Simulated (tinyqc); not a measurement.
Inside a calculation. Method: Pariser-Parr-Pople SCF with singles CI, for the molecule [CH2+]c1ccccc1 (SMILES; centres numbered as the heavy atoms are written). One step of it, computed by the program tinyqc.

Question. Iteration 1: Fock matrix. F_rr = H_rr + P_rr gamma_rr / 2 + sum_(s != r) P_ss gamma_rs; F_rs = H_rs - P_rs gamma_rs / 2; E = tr P (H + F) / 2 + core repulsion sum_(r<s) z_r z_s gamma_rs.

P at the start, lower triangle:
```
           1C         2C         3C         4C        5C        6C        7C
1C   0.428571
2C   0.635034   1.000000
3C   0.285714   0.522554   0.857143
4C  -0.112480   0.000000   0.705037   1.000000
5C  -0.285714  -0.224960   0.142857   0.635034  0.857143
6C  -0.112480   0.000000  -0.294963   0.000000  0.635034  1.000000
7C   0.285714   0.522554  -0.142857  -0.294963  0.142857  0.705037  0.857143
```

core matrix H (eV), lower triangle:
```
            1C          2C          3C          4C          5C          6C          7C
1C  -33.233134
2C   -2.390000  -39.166136
3C    0.000000   -2.390000  -37.662216
4C    0.000000    0.000000   -2.390000  -36.655514
5C    0.000000    0.000000    0.000000   -2.390000  -36.391452
6C    0.000000    0.000000    0.000000    0.000000   -2.390000  -36.655514
7C    0.000000   -2.390000    0.000000    0.000000    0.000000   -2.390000  -37.662216
```

repulsion gamma_rs (eV), lower triangle:
```
           1C         2C         3C         4C         5C         6C         7C
1C  11.420000
2C   5.411540  11.420000
3C   3.907035   5.412307  11.420000
4C   2.900333   3.907035   5.411540  11.420000
5C   2.636856   3.545912   3.907035   5.412307  11.420000
6C   2.900333   3.907035   3.546571   3.907728   5.412307  11.420000
7C   3.907035   5.412307   3.907728   3.546571   3.907035   5.411540  11.420000
```

Centres (angstrom, eV; a flat drawing with bonds scaled to 1.40 angstrom):
```
centre          x          y  core charge z          W   gamma_rr
1C       2.400000   0.000000              1  11.570000  11.420000
2C       1.000000   0.000000              1  11.570000  11.420000
3C       0.300000   1.212000              1  11.570000  11.420000
4C      -1.100000   1.212000              1  11.570000  11.420000
5C      -1.800000   0.000000              1  11.570000  11.420000
6C      -1.100000  -1.212000              1  11.570000  11.420000
7C       0.300000  -1.212000              1  11.570000  11.420000
```

Give: F; pi energy.

Answer.

F (eV), lower triangle:
```
          1C        2C        3C       4C       5C       6C        7C
1C  -10.6158
2C   -4.1083  -11.0052
3C   -0.5581   -3.8041  -10.0247
4C    0.1631    0.0000   -4.2977  -9.5703
5C    0.3767    0.3988   -0.2791  -4.1085  -9.2988
6C    0.1631    0.0000    0.5231   0.0000  -4.1085  -9.5703
7C   -0.5581   -3.8041    0.2791   0.5231  -0.2791  -4.2977  -10.0247
```

pi energy = -82.2105 eV
